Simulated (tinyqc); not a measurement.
Inside a calculation. Method: inverse iteration on a symmetric matrix. One step of it, computed by the program tinyqc.

Question. Step 2. solve (A - shift) w = v; v' = w/|w| with its largest component positive (the first on a tie); lambda = v'^T A v'.

A, lower triangle:
```
           1          2          3         4
1   1.956000
2  -1.494000   2.059000
3  -0.699000  -0.875000   2.500000
4  -2.230000   0.102000  -0.577000  3.442000
```

vector after step 1: 0.837791  0.354065  0.074116  0.408963

shift = 1.430000

Give: vector after step 2; Rayleigh quotient after step 2.

Answer.

vector after step 2: 0.326  0.640  0.682  0.142

Rayleigh quotient after step 2 = 0.287
